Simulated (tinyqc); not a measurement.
Inside a calculation. Model: mobility of a non-polar semiconductor in the relaxation-time approximation. Computed by tinyqc, a small Python program that keeps every step. Command: `OMP_NUM_THREADS=1 python tinyqc.py 3008870 3008871 out.jsonl rta walk`. One thread of a shared host (Intel(R) Xeon(R) Processor @ 2.30GHz), about 0.01 s of CPU time with the checks. Intermediate numbers are printed to about 6 digits and carried at full precision; extremes and crossings named in words are read from the listed rows.

Each valley is treated as a sphere of mass m_d for states and rates, with one isotropic relaxation time; the conductivity mass m_c sets the current.

Inputs (values chosen for the exercise, modelled on holes in germanium):

| quantity | value | unit |
|---|---|---|
| longitudinal mass m_l | 0.306 | m_0 |
| transverse mass m_t | 0.306 | m_0 |
| equivalent valleys Z | 1 | - |
| static permittivity eps_s | 16 | - |
| density rho | 5323 | kg/m^3 |
| sound velocity v_l | 5310 | m/s |
| acoustic deformation potential D_A | 4.6 | eV |
| phonon energy hbar w | 37.9 | meV |
| optical or intervalley deformation potential D_o | 7.5 | 1e8 eV/cm |
| final valleys Z_f | 1 | - |
| carrier density n | 3.2e+15 | 1/cm^3 |
| compensation ratio C | 0.64 | - |
| temperature T | 400 | K |
| alloy fraction x | 0.097 | - |
| alloy potential U | 0.74 | eV |
| lattice constant a | 5.41 | angstrom |

Band: parabolic. Impurity formula: Brooks-Herring. Further scattering: alloy.

Constants: k_B = 8.617333262e-05 eV/K; m_0 = 9.1093837015e-31 kg; e = 1.602176634e-19 C; hbar = 1.054571817e-34 J s; eps_0 = 8.8541878128e-12 F/m; k_B = 1.380649e-23 J/K; hbar = 6.582119569e-16 eV s.

## Masses

m_d = (m_l m_t^2)^(1/3); 1/m_c = (1/m_l + 2/m_t)/3; Hall mass factor A = 3 K_m (K_m + 2)/(2 K_m + 1)^2, K_m = m_l/m_t; N_I = n (1 + C)/(1 - C).

density-of-states mass m_d = 0.306 m_0

conductivity mass m_c = 0.306 m_0

Hall mass factor A = 1

ionised impurity density N_I = 1.45778e+16 1/cm^3

## Fermi level and screening

Parabolic band: E = hbar^2 k^2/(2 m), speed v = hbar k/m, states per spin, volume and energy g(E) = m k/(2 pi^2 hbar^2). Here m = m_d. Masses are multiplied by m_0 and all formulas are in SI units. The reduced Fermi level eta = E_F/(k_B T) solves n = 2 Z int g f dE with f = 1/(1 + exp(x - eta)) (Z = 1 unless valleys are given); screening length L_s = sqrt(eps_s eps_0 k_B T/(e^2 dn/deta)), dn/deta = 2 Z int g f (1 - f) dE. Integrals over x = E/(k_B T) use 160 Gauss-Legendre points in u = sqrt(x) from 0 to sqrt(max(eta, 0) + 32).

reduced Fermi level eta = -7.62233

screening length L_s = 97.6019 nm

The gas is non-degenerate (eta < -2), and L_s is close to the Debye length.

## Rates at a few energies

Phonon occupation N_q = 1/(exp(hbar w/(k_B T)) - 1). Acoustic deformation potential (elastic, equipartition, absorption and emission together): 1/tau = 2 pi k_B T D_A^2 g(E)/(hbar rho v_l^2). Optical or intervalley deformation potential: 1/tau = (pi Z_f D_o^2/(rho w)) [N_q g(E + hbar w) + (N_q + 1) g(E - hbar w)], with g = 0 below the band edge. Each optical term is multiplied by (1 - f(E'))/(1 - f(E)), E' the final energy, for Pauli blocking. Singly charged impurities, momentum relaxation: 1/tau = N_I e^4 m (1 + 2 alpha E) Phi/(8 pi (eps_s eps_0)^2 hbar^3 k^3), with alpha = 0 for a parabolic band. Brooks-Herring: Phi = ln(1 + b) - b/(1 + b), b = 4 k^2 L_s^2. Alloy disorder: 1/tau = (2 pi/hbar) Omega x (1 - x) U^2 g(E), Omega = a^3/4 (other conventions for Omega rescale U).

Rates (1e12/s) at E = (max(eta, 0) + 0.5, 1, 2, 4) k_B T:

| E (meV) | acoustic | optical | ionised impurity | alloy |
|---|---|---|---|---|
| 17.235 | 0.56256 | 0.62454 | 0.665410 | 1.37186 |
| 34.469 | 0.79558 | 0.71547 | 0.256791 | 1.94010 |
| 68.939 | 1.12512 | 2.27588 | 0.098403 | 2.74371 |
| 137.877 | 1.59115 | 3.63973 | 0.037483 | 3.88019 |

## Mobility for each process alone

mu = (m_d/m_c) (2 Z e/(3 n k_B T)) int g v^2 tau f (1 - f) dE. Averages over x are split at the emission threshold x_0 = hbar w/(k_B T): 64 Gauss-Legendre points in sqrt(x) below it and 128 in sqrt(x - x_0) above it, up to x = max(eta, 0) + 32.

acoustic mobility = 5434.39 cm^2/(V s)

optical mobility = 3504.93 cm^2/(V s)

ionised impurity mobility = 87993.5 cm^2/(V s)

alloy mobility = 2228.48 cm^2/(V s)

## All processes together

Rates are added at each energy before the average. With <y> = int g v^2 y f (1 - f) dE: Hall factor r_H = A (3 n k_B T/(2 Z m_d)) <tau^2/(1 + 2 alpha E)>/<tau>^2 (alpha = 0 for a parabolic band); Hall mobility r_H mu; |S| = (k_B/e) (<x tau>/<tau> - eta); resistivity 1/(n e mu).

drift mobility mu = 981.345 cm^2/(V s)

Hall factor r_H = 1.14523

Hall mobility = 1123.86 cm^2/(V s)

Seebeck coefficient |S| = 828.551 microvolt/K

resistivity = 1.98755 ohm cm

Taking r_H = 1 in a Hall measurement would give a density 0.873 times the true one.

## Matthiessen's rule against the full average

Matthiessen's rule adds 1/mu of the separate processes.

Separate mobilities:

| process | mu (cm^2/(V s)) | share of the sum of 1/mu (%) |
|---|---|---|
| acoustic | 5434.4 | 19.7986 |
| optical | 3504.9 | 30.6977 |
| ionised impurity | 87993.5 | 1.2227 |
| alloy | 2228.5 | 48.2810 |

mobility by Matthiessen's rule = 1075.93 cm^2/(V s)

excess of Matthiessen's rule over the full mu = 9.63866 %

The rule gives 1076 against the full 981.3, 9.6 % too high; it can only overestimate, since each separate average is carried by the energies where that process is weak. The largest shares are alloy (48 %) and optical (31 %).

Checks made by the program: n against 2 Z (m k_B T/2 pi hbar^2)^(3/2) (2/sqrt(pi)) F_1/2(eta) by adaptive quadrature (relative difference below 1e-10); acoustic mobility against its closed form in Fermi integrals (relative difference below 1e-10); the sum rule (2 Z/(3 k_B T)) int g v^2 (1 + 2 alpha E) f (1 - f) dE = n/m_d (relative difference below 1e-10).
